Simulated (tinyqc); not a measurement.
## Doping from resistivity

Question. A uniform, uncompensated and fully ionised sample has rho = 1/(q N mu), mu = m1 + (m2 (T/300 K)^(-bt) - m1)/(1 + (N/Nr)^am). Find N, mu and the diffusion coefficient mu Vt.

Parameters, values chosen for the exercise:
```
symbol,value,unit,meaning
T,400,K,temperature
m1,69.7,cm^2/(V s),mobility limit at high doping
m2,1470,cm^2/(V s),"mobility limit at low doping, at 300 K"
Nr,9.54e16,cm^-3,reference doping of the mobility law
am,0.721,,exponent of the mobility law
bt,2,,temperature exponent of m2
```

Constants: q = 1.602176634e-19 C, kB = 1.380649e-23 J/K, Vt = kB T/q. Results are converted to the units shown.

resistivity = 2.8884572 ohm cm

Solution. With am below 1 the product N mu rises steadily with N, so one doping matches; it is found by iterating N = 1/(q rho mu(N)).

N = 2.80e15 cm^-3
mu = 772 cm^2/(V s)
diffusion coefficient = 26.6 cm^2/s

Computed by the program tinyqc: `OMP_NUM_THREADS=1 python tinyqc.py 2110119 2110120 out.jsonl`, one thread of a shared Intel Xeon 2.30GHz, about 0.02 s for the whole run.
